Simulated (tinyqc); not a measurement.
## Electron mobility in a silicon inversion layer, empirical terms and Matthiessen rule: effect of the interlayer thickness

Inversion layer of sheet density Ns on a uniformly doped body, under a high-permittivity gate with an interlayer. The mobility terms are empirical power laws with prefactors chosen for the exercise; adding their inverses (Matthiessen) is itself an approximation.

ni = sqrt(Nc Nv) exp(-Eg/(2 Vt)), Eg in volts; Ndep = sqrt(2 eps0 eps_r Nb (2 Vt ln(Nb/ni) + Vsb)/q); E = q (Ndep + eta Ns)/(eps0 eps_r), in MV/cm. With t = T/(300 K): muC = Ac (Ns/1e12 cm^-2) t/(Nb/1e17 cm^-3 + Nit/1e11 cm^-2), muP = Ap E^(-1/3) t^(-1.75), muS = As E^(-gs), muR = Ar exp(2 ti/lr)/t; 1/mu is the sum of the inverses.

Values chosen for this exercise; material values close to those of silicon:
- T = 300 K (temperature)
- Eg = 1.11 eV (band gap)
- eps_r = 11.7 (relative permittivity of the semiconductor)
- Nc = 2.85e19 cm^-3 (conduction-band density of states at T)
- Nv = 2.67e19 cm^-3 (valence-band density of states at T)
- Nb = 6.3e17 cm^-3 (body doping)
- Vsb = 0 V (reverse body bias)
- eta = 0.5 (weight of the inversion charge in the effective field)
- Ap = 431 cm^2/(V s) (phonon-limited mobility at 1 MV/cm and 300 K)
- As = 944 cm^2/(V s) (roughness-limited mobility at 1 MV/cm)
- gs = 2 (exponent of the roughness term)
- Ac = 3600 cm^2/(V s) (Coulomb prefactor)
- Nit = 1.5e11 cm^-2 (charge at the interface)
- Ar = 190 cm^2/(V s) (remote-phonon mobility without interlayer)
- lr = 0.8 nm (decay length of remote phonons)
- Ns = 1.9e12 cm^-2 (inversion density)

Constants: q = 1.602176634e-19 C, kB = 1.380649e-23 J/K, Vt = kB T/q, eps0 = 8.8541878128e-14 F/cm where lengths are in cm. Results are converted to the units shown.

The same in every row: E (MV/cm) = 0.56910; muC (cm^2/(V s)) = 876.92; muP (cm^2/(V s)) = 520.09; muS (cm^2/(V s)) = 2914.7.

Effect of the interlayer thickness:
```
ti (nm)  muR (cm^2/(V s))  mu (cm^2/(V s))
0.2                313.26           151.55
0.4                516.47           187.18
0.6                851.52           218.32
0.8                1403.9           242.81
1                  2314.7           260.54
1.2                3816.3           272.61
1.4                6291.9           280.50
1.6                 10374           285.51
1.8                 17103           288.63
```

As ti goes from 0.2 to 1.8 nm, E stays at 0.569 MV/cm and mu rises from 152 to 289 cm^2/(V s). The smallest term is the remote phonon one in the first row and the phonon one in the last.

tinyqc, about 0.01 s, one thread, Intel Xeon 2.30GHz (shared host): `OMP_NUM_THREADS=1 python tinyqc.py 2510033 2510034 out.jsonl`
